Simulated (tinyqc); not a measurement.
Ion-assisted plasma etching: sheath, surface coverage, synergy and aspect-ratio dependence: one step, computed by the program tinyqc.

Radicals adsorb on bare sites; ions remove covered sites with a high yield and bare sites by sputtering; a slow spontaneous reaction acts everywhere, walls included.

Question. Fluxes. Bohm speed u_B = sqrt(e T_e/M_i); ion flux G_i = 0.61 n_e u_B; radical flux G_n = n c/4 with c = sqrt(8 k_B T_g/(pi M_n)).

Inputs (values chosen for the exercise, close to those used for silicon dioxide in a fluorocarbon plasma): plasma density n_e = 1.6e+10 1/cm^3; electron temperature T_e = 2.7 eV; ion mass M_i = 40 u; radical density n = 3e+12 1/cm^3; radical mass M_n = 19 u; gas temperature T_g = 500 K.

Feature: round hole.

Constants: e = 1.602176634e-19 C; u = 1.6605390666e-27 kg; k_B = 1.380649e-23 J/K.

Give: Bohm speed; ion flux G_i; radical speed c; radical flux G_n; flux ratio G_n/G_i.

Answer.

Bohm speed = 2.552e+05 cm/s

ion flux G_i = 2.491e+15 1/(cm^2 s)

radical speed c = 74644 cm/s

radical flux G_n = 5.598e+16 1/(cm^2 s)

flux ratio G_n/G_i = 22.48
